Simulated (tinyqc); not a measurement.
Inside a calculation (part 1 of 2). Method: G0W0 on RHF in the sto-3g basis, for BeH2, spin multiplicity 1. Computed by tinyqc, a small Python program that keeps every step (integrals from PySCF). Settings: charge = 0, multiplicity = 1, basis = sto-3g, method = RHF, energy threshold = 1e-10, iteration cap = 54, orthogonalisation = canonical, start = atomic densities, DIIS depth = 6. Command: `OMP_NUM_THREADS=1 python tinyqc.py 31261 31262 out.jsonl` (the two numbers bound the seeds that draw the settings). One thread of a shared host (Intel(R) Xeon(R) Processor @ 2.60GHz), about 0.07 s of CPU time with the checks. The early iterations of the SCF are left out here.

## One-electron integrals

Geometry (angstrom):
```
atom         x          y         z
Be    0.000000   0.000000  0.000000
H     0.000000   1.379000  0.000000
H     0.000000  -1.355000  0.000000
```

Basis sto-3g: exponents (1/bohr^2) and contraction coefficients of normalised primitives:
```
element  l (shell)   exponent  coefficient
Be           s (1)  30.167871     0.154329
Be           s (1)   5.495115     0.535328
Be           s (1)   1.487193     0.444635
Be           s (2)   1.314833    -0.099967
Be           s (2)   0.305539     0.399513
Be           s (2)   0.099371     0.700115
Be           p (3)   1.314833     0.155916
Be           p (3)   0.305539     0.607684
Be           p (3)   0.099371     0.391957
H            s (1)   3.425251     0.154329
H            s (1)   0.623914     0.535328
H            s (1)   0.168855     0.444635
```

Overlap, kinetic and nuclear-attraction integrals over the contracted functions; the nuclear repulsion is the sum of Za Zb / Rab.

nuclear repulsion = 3.29066024 hartree

overlap S, order 1Be 1s, 1Be 2s, 1Be 2px, 1Be 2py, 1Be 2pz, 2H 1s, 3H 1s:
$$\begin{pmatrix}
1.000000 & 0.259517 & 0.000000 & 0.000000 & 0.000000 & 0.063760 & 0.067224 \\
0.259517 & 1.000000 & 0.000000 & 0.000000 & 0.000000 & 0.444277 & 0.453909 \\
0.000000 & 0.000000 & 1.000000 & 0.000000 & 0.000000 & 0.000000 & 0.000000 \\
0.000000 & 0.000000 & 0.000000 & 1.000000 & 0.000000 & 0.514661 & -0.521641 \\
0.000000 & 0.000000 & 0.000000 & 0.000000 & 1.000000 & 0.000000 & 0.000000 \\
0.063760 & 0.444277 & 0.000000 & 0.514661 & 0.000000 & 1.000000 & 0.031507 \\
0.067224 & 0.453909 & 0.000000 & -0.521641 & 0.000000 & 0.031507 & 1.000000
\end{pmatrix}$$

kinetic energy T (hartree), order 1Be 1s, 1Be 2s, 1Be 2px, 1Be 2py, 1Be 2pz, 2H 1s, 3H 1s:
$$\begin{pmatrix}
6.693975 & -0.033012 & 0.000000 & 0.000000 & 0.000000 & -0.015826 & -0.016190 \\
-0.033012 & 0.211111 & 0.000000 & 0.000000 & 0.000000 & 0.063202 & 0.066806 \\
0.000000 & 0.000000 & 0.660592 & 0.000000 & 0.000000 & 0.000000 & 0.000000 \\
0.000000 & 0.000000 & 0.000000 & 0.660592 & 0.000000 & 0.181023 & -0.188922 \\
0.000000 & 0.000000 & 0.000000 & 0.000000 & 0.660592 & 0.000000 & 0.000000 \\
-0.015826 & 0.063202 & 0.000000 & 0.181023 & 0.000000 & 0.760032 & -0.008930 \\
-0.016190 & 0.066806 & 0.000000 & -0.188922 & 0.000000 & -0.008930 & 0.760032
\end{pmatrix}$$

nuclear attraction V (hartree), order 1Be 1s, 1Be 2s, 1Be 2px, 1Be 2py, 1Be 2pz, 2H 1s, 3H 1s:
$$\begin{pmatrix}
-15.335369 & -2.100183 & 0.000000 & 0.000607 & 0.000000 & -0.514706 & -0.543241 \\
-2.100183 & -3.040791 & 0.000000 & 0.002875 & 0.000000 & -1.298797 & -1.337188 \\
0.000000 & 0.000000 & -2.946810 & 0.000000 & 0.000000 & 0.000000 & 0.000000 \\
0.000607 & 0.002875 & 0.000000 & -3.173870 & 0.000000 & -1.470169 & 1.503030 \\
0.000000 & 0.000000 & 0.000000 & 0.000000 & -2.946810 & 0.000000 & 0.000000 \\
-0.514706 & -1.298797 & 0.000000 & -1.470169 & 0.000000 & -2.944772 & -0.108319 \\
-0.543241 & -1.337188 & 0.000000 & 1.503030 & 0.000000 & -0.108319 & -2.970679
\end{pmatrix}$$

core Hamiltonian H = T + V (hartree), order 1Be 1s, 1Be 2s, 1Be 2px, 1Be 2py, 1Be 2pz, 2H 1s, 3H 1s:
$$\begin{pmatrix}
-8.641394 & -2.133196 & 0.000000 & 0.000607 & 0.000000 & -0.530532 & -0.559431 \\
-2.133196 & -2.829680 & 0.000000 & 0.002875 & 0.000000 & -1.235595 & -1.270381 \\
0.000000 & 0.000000 & -2.286218 & 0.000000 & 0.000000 & 0.000000 & 0.000000 \\
0.000607 & 0.002875 & 0.000000 & -2.513278 & 0.000000 & -1.289146 & 1.314108 \\
0.000000 & 0.000000 & 0.000000 & 0.000000 & -2.286218 & 0.000000 & 0.000000 \\
-0.530532 & -1.235595 & 0.000000 & -1.289146 & 0.000000 & -2.184740 & -0.117249 \\
-0.559431 & -1.270381 & 0.000000 & 1.314108 & 0.000000 & -0.117249 & -2.210647
\end{pmatrix}$$

## Two-electron integrals

Functions are numbered as in S; the eight-fold symmetry (ij|kl) = (ji|kl) = (kl|ij) leaves the list below.

Two-electron integrals (ij|kl) in chemists' order, unique and non-zero (hartree):
```
(11|11) 2.298831    (21|11) 0.392036    (21|21) 0.079539    (22|11) 0.570988
(22|21) 0.143041    (22|22) 0.417683    (31|31) 0.014607    (32|31) 0.021888
(32|32) 0.092265    (33|11) 0.569578    (33|21) 0.143083    (33|22) 0.417589
(33|33) 0.449859    (41|41) 0.014607    (42|41) 0.021888    (42|42) 0.092265
(43|43) 0.024249    (44|11) 0.569578    (44|21) 0.143083    (44|22) 0.417589
(44|33) 0.401360    (44|44) 0.449859    (51|51) 0.014607    (52|51) 0.021888
(52|52) 0.092265    (53|53) 0.024249    (54|54) 0.024249    (55|11) 0.569578
(55|21) 0.143083    (55|22) 0.417589    (55|33) 0.401360    (55|44) 0.401360
(55|55) 0.449859    (61|11) 0.095281    (61|21) 0.019316    (61|22) 0.035001
(61|33) 0.034747    (61|41) 0.001728    (61|42) 0.003236    (61|44) 0.035528
(61|55) 0.034747    (61|61) 0.004925    (62|11) 0.215426    (62|21) 0.054673
(62|22) 0.171969    (62|33) 0.165641    (62|41) 0.007186    (62|42) 0.042690
(62|44) 0.184471    (62|55) 0.165641    (62|61) 0.014677    (62|62) 0.102377
(63|31) 0.005218    (63|32) 0.023909    (63|43) 0.007547    (63|63) 0.009875
(64|11) 0.225622    (64|21) 0.057994    (64|22) 0.191414    (64|33) 0.180080
(64|41) 0.011753    (64|42) 0.066706    (64|44) 0.213887    (64|55) 0.180080
(64|61) 0.016335    (64|62) 0.130055    (64|64) 0.171354    (65|51) 0.005218
(65|52) 0.023909    (65|54) 0.007547    (65|65) 0.009875    (66|11) 0.380670
(66|21) 0.098400    (66|22) 0.345436    (66|33) 0.320327    (66|41) 0.015760
(66|42) 0.118685    (66|44) 0.395380    (66|55) 0.320327    (66|61) 0.027225
(66|62) 0.257213    (66|64) 0.347987    (66|66) 0.774606    (71|11) 0.100519
(71|21) 0.020376    (71|22) 0.036907    (71|33) 0.036638    (71|41) -0.001828
(71|42) -0.003416   (71|44) 0.037466    (71|55) 0.036638    (71|61) 0.004735
(71|62) 0.013052    (71|64) 0.013294    (71|66) 0.023129    (71|71) 0.005481
(72|11) 0.222256    (72|21) 0.056377    (72|22) 0.176697    (72|33) 0.170262
(72|41) -0.007416   (72|42) -0.043610   (72|44) 0.189409    (72|55) 0.170262
(72|61) 0.012764    (72|62) 0.056516    (72|64) 0.056937    (72|66) 0.105320
(72|71) 0.015958    (72|72) 0.107155    (73|31) 0.005445    (73|32) 0.024783
(73|43) -0.007759   (73|63) 0.004457    (73|73) 0.010489    (74|11) -0.230961
(74|21) -0.059347   (74|22) -0.195207   (74|33) -0.183659   (74|41) 0.012154
(74|42) 0.068237    (74|44) -0.218103   (74|55) -0.183659   (74|61) -0.012887
(74|62) -0.056340   (74|64) -0.054158   (74|66) -0.103059   (74|71) -0.017648
(74|72) -0.135243   (74|74) 0.177297    (75|51) 0.005445    (75|52) 0.024783
(75|54) -0.007759   (75|65) 0.004457    (75|75) 0.010489    (76|11) 0.019916
(76|21) 0.004923    (76|22) 0.013847    (76|33) 0.013626    (76|41) 4.98e-06
(76|42) 0.000038    (76|44) 0.014282    (76|55) 0.013626    (76|61) 0.001211
(76|62) 0.005875    (76|64) 0.006656    (76|66) 0.012155    (76|71) 0.001275
(76|72) 0.005992    (76|74) -0.006720   (76|76) 0.000468    (77|11) 0.387091
(77|21) 0.100021    (77|22) 0.349330    (77|33) 0.323949    (77|41) -0.016219
(77|42) -0.120174   (77|44) 0.399810    (77|55) 0.323949    (77|61) 0.022273
(77|62) 0.103474    (77|64) 0.102289    (77|66) 0.193519    (77|71) 0.029219
(77|72) 0.263741    (77|74) -0.354839   (77|76) 0.012155    (77|77) 0.774606
```

## Orthogonalisation

S = U s U^T; canonical form X = U s^(-1/2), so that X^T S X = 1. Each column of U has its largest component positive (the first on a tie).

eigenvalues of S: [0.251005, 0.356160, 0.940049, 1.000000, 1.000000, 1.715345, 1.737440]

X, order 1Be 1s, 1Be 2s, 1Be 2px, 1Be 2py, 1Be 2pz, 2H 1s, 3H 1s:
$$\begin{pmatrix}
0.013227 & -0.332874 & 0.954321 & 0.000000 & 0.000000 & 0.071504 & 0.234562 \\
-0.076392 & 1.217394 & -0.084137 & 0.000000 & 0.000000 & 0.150068 & 0.494819 \\
0.000000 & 0.000000 & 0.000000 & 0.999999 & 0.001077 & 0.000000 & 0.000000 \\
1.394183 & 0.061652 & 0.002516 & 0.000000 & 0.000000 & 0.522526 & -0.156222 \\
0.000000 & 0.000000 & 0.000000 & -0.001077 & 0.999999 & 0.000000 & 0.000000 \\
-0.958245 & -0.820480 & -0.272107 & 0.000000 & 0.000000 & 0.464119 & 0.228425 \\
1.056404 & -0.733407 & -0.268177 & 0.000000 & 0.000000 & -0.258650 & 0.446219
\end{pmatrix}$$

Within a degenerate level the vectors are fixed only up to a rotation; this is one choice.

## Iteration 7 (converged): orbitals

converged F (hartree), order 1Be 1s, 1Be 2s, 1Be 2px, 1Be 2py, 1Be 2pz, 2H 1s, 3H 1s:
$$\begin{pmatrix}
-4.517895 & -1.288039 & 0.000000 & 0.000119 & 0.000000 & -0.325973 & -0.343456 \\
-1.288039 & -0.627011 & 0.000000 & 0.003642 & 0.000000 & -0.401752 & -0.410932 \\
0.000000 & 0.000000 & 0.212579 & 0.000000 & 0.000000 & 0.000000 & 0.000000 \\
0.000119 & 0.003642 & 0.000000 & -0.224856 & 0.000000 & -0.329084 & 0.332581 \\
0.000000 & 0.000000 & 0.000000 & 0.000000 & 0.212579 & 0.000000 & 0.000000 \\
-0.325973 & -0.401752 & 0.000000 & -0.329084 & 0.000000 & -0.296560 & -0.043489 \\
-0.343456 & -0.410932 & 0.000000 & 0.332581 & 0.000000 & -0.043489 & -0.306706
\end{pmatrix}$$

Diagonalise F' = X^T F X, C = X C', fill 3 alpha and 3 beta electrons from the bottom; D = 2 C_occ C_occ^T. Each column has its largest component positive (the first on a tie).

F' = X^T F X (hartree):
$$\begin{pmatrix}
0.898902 & 0.016215 & -0.012125 & 0.000000 & 0.000000 & 0.037618 & -0.015854 \\
0.016215 & 0.390634 & 0.471783 & 0.000000 & 0.000000 & 0.054545 & 0.175502 \\
-0.012125 & 0.471783 & -3.654379 & 0.000000 & 0.000000 & -0.466353 & -1.547827 \\
0.000000 & 0.000000 & 0.000000 & 0.212579 & 0.000000 & 0.000000 & 0.000000 \\
0.000000 & 0.000000 & 0.000000 & 0.000000 & 0.212579 & 0.000000 & 0.000000 \\
0.037618 & 0.054545 & -0.466353 & 0.000000 & 0.000000 & -0.482140 & -0.232827 \\
-0.015854 & 0.175502 & -1.547827 & 0.000000 & 0.000000 & -0.232827 & -1.194546
\end{pmatrix}$$

orbital energies (hartree): MO1 -4.521329, MO2 -0.451433, MO3 -0.413904, MO4 0.212579, MO5 0.212579, MO6 0.444459, MO7 0.900677

coefficients C, order 1Be 1s, 1Be 2s, 1Be 2px, 1Be 2py, 1Be 2pz, 2H 1s, 3H 1s:
$$\begin{pmatrix}
0.991761 & -0.221376 & -0.013371 & 0.000000 & 0.000000 & -0.221483 & 0.003055 \\
0.031778 & 0.563690 & 0.038436 & 0.000000 & 0.000000 & 1.200316 & -0.036549 \\
0.000000 & 0.000000 & 0.000000 & 0.969927 & 0.243396 & 0.000000 & 0.000000 \\
0.000005 & -0.031951 & 0.500958 & 0.000000 & 0.000000 & 0.016497 & 1.411645 \\
0.000000 & 0.000000 & 0.000000 & -0.243396 & 0.969927 & 0.000000 & 0.000000 \\
-0.003171 & 0.366704 & 0.433749 & 0.000000 & 0.000000 & -0.815524 & -0.972291 \\
-0.003000 & 0.419081 & -0.381421 & 0.000000 & 0.000000 & -0.794126 & 1.019828
\end{pmatrix}$$

D after iteration 7, order 1Be 1s, 1Be 2s, 1Be 2px, 1Be 2py, 1Be 2pz, 2H 1s, 3H 1s:
$$\begin{pmatrix}
2.065553 & -0.187572 & 0.000000 & 0.000760 & 0.000000 & -0.180248 & -0.181301 \\
-0.187572 & 0.640467 & 0.000000 & 0.002489 & 0.000000 & 0.446556 & 0.442952 \\
0.000000 & 0.000000 & 0.000000 & 0.000000 & 0.000000 & 0.000000 & 0.000000 \\
0.000760 & 0.002489 & 0.000000 & 0.503959 & 0.000000 & 0.411146 & -0.408931 \\
0.000000 & 0.000000 & 0.000000 & 0.000000 & 0.000000 & 0.000000 & 0.000000 \\
-0.180248 & 0.446556 & 0.000000 & 0.411146 & 0.000000 & 0.645239 & -0.023505 \\
-0.181301 & 0.442952 & 0.000000 & -0.408931 & 0.000000 & -0.023505 & 0.642240
\end{pmatrix}$$

Within a degenerate level the vectors are fixed only up to a rotation; this is one choice.

## Convergence

Stop when the energy changes by less than 1e-10 hartree and every element of the error matrix X^T (F D S - S D F) X is below 3e-06.

Course of the cycle:
```
iteration   E (hartree)     change  largest element of the error matrix
1          -15.39576160          -                             4.74e-01
2          -15.54162993  -1.46e-01                             1.35e-01
3          -15.55620747  -1.46e-02                             2.10e-02
4          -15.55675059  -5.43e-04                             6.75e-04
5          -15.55675102  -4.28e-07                             1.34e-05
6          -15.55675102  -1.27e-10                             9.88e-07
7          -15.55675102  -1.06e-12                             1.30e-07
```

PySCF RHF in the same basis = -15.55675102 hartree

Converged in 7 iterations.

## Integrals over molecular orbitals

(pq|rs) = sum C_ip C_jq C_kr C_ls (ij|kl), one index at a time.

one-electron integrals over orbitals h = C^T H C (hartree):
$$\begin{pmatrix}
-8.629791 & 0.221419 & 0.013637 & 0.000000 & 0.000000 & 0.196644 & -0.002037 \\
0.221419 & -2.437024 & 0.004805 & 0.000000 & 0.000000 & -0.184880 & 0.017664 \\
0.013637 & 0.004805 & -2.393931 & 0.000000 & 0.000000 & -0.021515 & -0.286953 \\
0.000000 & 0.000000 & 0.000000 & -2.286218 & 0.000000 & 0.000000 & 0.000000 \\
0.000000 & 0.000000 & 0.000000 & 0.000000 & -2.286218 & 0.000000 & 0.000000 \\
0.196644 & -0.184880 & -0.021515 & 0.000000 & 0.000000 & -1.913465 & -0.002216 \\
-0.002037 & 0.017664 & -0.286953 & 0.000000 & 0.000000 & -0.002216 & -1.814987
\end{pmatrix}$$

Two-electron integrals over orbitals (pq|rs), unique and non-zero (hartree):
```
(11|11) 2.271539    (21|11) -0.195931   (21|21) 0.025983    (22|11) 0.482545
(22|21) -0.006355   (22|22) 0.397535    (31|11) -0.011794   (31|21) 0.001167
(31|22) -0.002237   (31|31) 0.005895    (32|11) 0.000091    (32|21) -0.001149
(32|22) -0.022668   (32|31) 0.013421    (32|32) 0.160942    (33|11) 0.451855
(33|21) -0.002856   (33|22) 0.404945    (33|31) 0.001481    (33|32) 0.018848
(33|33) 0.433264    (41|41) 0.015765    (42|41) 0.015185    (42|42) 0.048901
(43|41) 0.000951    (43|42) 0.002098    (43|43) 0.014422    (44|11) 0.569176
(44|21) -0.007875   (44|22) 0.366639    (44|31) -0.000458   (44|32) -0.000106
(44|33) 0.353128    (44|44) 0.449859    (51|51) 0.015765    (52|51) 0.015185
(52|52) 0.048901    (53|51) 0.000951    (53|52) 0.002098    (53|53) 0.014422
(54|54) 0.024249    (55|11) 0.569176    (55|21) -0.007875   (55|22) 0.366639
(55|31) -0.000458   (55|32) -0.000106   (55|33) 0.353128    (55|44) 0.401360
(55|55) 0.449859    (61|11) -0.184355   (61|21) 0.025055    (61|22) -0.006666
(61|31) 0.001699    (61|32) 0.000271    (61|33) -0.003836   (61|44) -0.004937
(61|55) -0.004937   (61|61) 0.024419    (62|11) 0.115667    (62|21) -0.006529
(62|22) -0.023665   (62|31) -0.000085   (62|32) 0.006776    (62|33) -0.045379
(62|44) 0.054680    (62|55) 0.054680    (62|61) -0.004258   (62|62) 0.078224
(63|11) 0.011214    (63|21) -0.000324   (63|22) 0.011229    (63|31) -0.002187
(63|32) -0.093023   (63|33) -0.014895   (63|44) 0.005474    (63|55) 0.005474
(63|61) -0.000392   (63|62) 0.002153    (63|63) 0.084114    (64|41) 0.016359
(64|42) 0.047184    (64|43) 0.003274    (64|64) 0.050718    (65|51) 0.016359
(65|52) 0.047184    (65|53) 0.003274    (65|65) 0.050718    (66|11) 0.474095
(66|21) -0.006681   (66|22) 0.393092    (66|31) -0.000076   (66|32) 0.003456
(66|33) 0.405154    (66|44) 0.365137    (66|55) 0.365137    (66|61) -0.006195
(66|62) -0.033213   (66|63) -0.005223   (66|66) 0.408989    (71|11) 0.002442
(71|21) -0.001086   (71|22) -0.002610   (71|31) 0.010886    (71|32) 0.019898
(71|33) 0.002562    (71|44) 0.000021    (71|55) 0.000021    (71|61) 0.000015
(71|62) 0.000367    (71|63) -0.001597   (71|66) 0.000607    (71|71) 0.020875
(72|11) -0.009940   (72|21) 0.000175    (72|22) 0.006943    (72|31) 0.003723
(72|32) -0.043132   (72|33) -0.002827   (72|44) -0.004194   (72|55) -0.004194
(72|61) 0.000384    (72|62) -0.008961   (72|63) 0.060736    (72|66) 0.000946
(72|71) 0.007523    (72|72) 0.057038    (73|11) 0.141785    (73|21) -0.004885
(73|22) -0.004410   (73|31) 0.000134    (73|32) 0.000160    (73|33) -0.020045
(73|44) 0.061082    (73|55) 0.061082    (73|61) -0.003381   (73|62) 0.073302
(73|63) 0.008874    (73|66) -0.025015   (73|71) 0.000745    (73|72) -0.003673
(73|73) 0.082816    (74|41) -0.000312   (74|42) -0.001824   (74|43) 0.013608
(74|64) -0.000674   (74|74) 0.016645    (75|51) -0.000312   (75|52) -0.001824
(75|53) 0.013608    (75|65) -0.000674   (75|75) 0.016645    (76|11) 0.000952
(76|21) -0.000819   (76|22) -0.018480   (76|31) 0.010953    (76|32) 0.141108
(76|33) 0.018599    (76|44) -0.000236   (76|55) -0.000236   (76|61) 0.000290
(76|62) 0.005277    (76|63) -0.094377   (76|66) 0.004606    (76|71) 0.016489
(76|72) -0.054298   (76|73) -0.001145   (76|76) 0.139905    (77|11) 0.572601
(77|21) -0.008759   (77|22) 0.424342    (77|31) -0.000817   (77|32) -0.006380
(77|33) 0.441253    (77|44) 0.389028    (77|55) 0.389028    (77|61) -0.008633
(77|62) -0.033580   (77|63) 0.001766    (77|66) 0.431733    (77|71) -0.000219
(77|72) 0.004109    (77|73) -0.008098   (77|76) -0.004167   (77|77) 0.483369
```
